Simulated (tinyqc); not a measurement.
Worked calculation: lattice vibrations of a chain. One step of it, computed by the program tinyqc.

Task: Frequencies. omega^2 are the eigenvalues; wavenumber = 521.4708 sqrt(eigenvalue) 1/cm.

D(q) (eV/(angstrom^2 u)):
```
                     1                    2
1             0.384127  -0.244007+0.112772i
2  -0.244007-0.112772i             0.286052
```

Give: eigenvalues; wavenumbers; weights |e|^2 of the mass-weighted modes.

Result:

eigenvalues: 0.0618  0.6083

wavenumbers (1/cm): 129.7  406.7

weights |e|^2 of the mass-weighted modes:
```
        mode 1  mode 2
atom 1  0.4103  0.5897
atom 2  0.5897  0.4103
```
